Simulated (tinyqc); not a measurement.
Virtual-crystal alloy in the empirical-pseudopotential method: one step. Levels in the small basis. Three cases, with inputs chosen for the exercise.

Problem. Diagonalise; the gap between the fourth and fifth level is a first estimate of the direct gap at X.

Case 1.

H in this small basis (eV), lower triangle (Hermitian):
```
                      000               -200     -1+1+1    -1-1-1   -1+1-1
000               4.89157
-200            -0.85496i            4.89157
-1+1+1  -2.11136+1.04565i   2.11136+1.04565i    9.78314
-1-1-1   2.11136-1.04565i  -2.11136-1.04565i   -0.32874   9.78314
-1+1-1  -2.11136-1.04565i  -2.11136+1.04565i  -0.85496i  0.85496i  9.78314
-1-1+1  -2.11136-1.04565i  -2.11136+1.04565i  -0.85496i  0.85496i  0.32874

         -1-1+1
-1-1+1  9.78314
```

Case 2.

H in this small basis (eV), lower triangle (Hermitian):
```
                      000               -200     -1+1+1    -1-1-1   -1+1-1
000               4.44287
-200            -0.68923i            4.44287
-1+1+1  -2.17032+0.73455i   2.17032+0.73455i    8.88574
-1-1-1   2.17032-0.73455i  -2.17032-0.73455i   -0.07361   8.88574
-1+1-1  -2.17032-0.73455i  -2.17032+0.73455i  -0.68923i  0.68923i  8.88574
-1-1+1  -2.17032-0.73455i  -2.17032+0.73455i  -0.68923i  0.68923i  0.07361

         -1-1+1
-1-1+1  8.88574
```

Case 3.

H in this small basis (eV), lower triangle (Hermitian):
```
                      000               -200     -1+1+1    -1-1-1   -1+1-1
000               4.94969
-200            -0.83811i            4.94969
-1+1+1  -2.18457+0.97150i   2.18457+0.97150i    9.89937
-1-1-1   2.18457-0.97150i  -2.18457-0.97150i   -0.29388   9.89937
-1+1-1  -2.18457-0.97150i  -2.18457+0.97150i  -0.83811i  0.83811i  9.89937
-1-1+1  -2.18457-0.97150i  -2.18457+0.97150i  -0.83811i  0.83811i  0.29388

         -1-1+1
-1-1+1  9.89937
```

Give: levels (absolute scale of H); gap.

Solution.

Case 1.

levels (absolute scale of H) (eV): -0.461  5.073  9.454  9.454  12.495  12.900

gap = 3.041 eV

The full basis gives 4.392 eV for this gap.

Case 2.

levels (absolute scale of H) (eV): -0.450  3.859  8.812  8.812  11.611  11.784

gap = 2.798 eV

The full basis gives 3.906 eV for this gap.

Case 3.

levels (absolute scale of H) (eV): -0.371  4.939  9.605  9.605  12.719  13.000

gap = 3.113 eV

The full basis gives 4.385 eV for this gap.

Computed by tinyqc, one run a case: `OMP_NUM_THREADS=1 python tinyqc.py N N+1 out.jsonl` with N = 1050210, 1050211, 1050222; one thread of a shared Intel(R) Xeon(R) Processor @ 2.30GHz, about 0.3 s a run at most.
